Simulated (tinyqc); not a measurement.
Deep-level transient spectroscopy (DLTS) of one majority-carrier trap: one step, computed by the program tinyqc.

A filling pulse loads the traps in a one-sided junction; under reverse bias they empty at the rate e, and the capacitance relaxes as C(t) = C_0 - dC exp(-e t). The signal is S = [C(t_2) - C(t_1)]/dC.

Question. Rate window and signal. S(e) = exp(-e t_1) - exp(-e t_2) peaks at the rate window e_0 = ln(t_2/t_1)/(t_2 - t_1).

Inputs (values chosen for the exercise, with mass and screening modelled on germanium): gate time t_1 = 0.0002 s; ratio t_2/t_1 = 10; temperature T = 151 K.

Carriers: electrons. Extra term: none.

emission rate e = 630.5484 1/s

Give: rate window e_0; peak height S_max; signal at T.

Answer.

rate window e_0 = 1279.2 1/s

peak height S_max = 0.69684

signal at T = 0.59818

At this T the trap empties slower than the window, by a factor 2.03: the point lies on the low-temperature side of the peak.
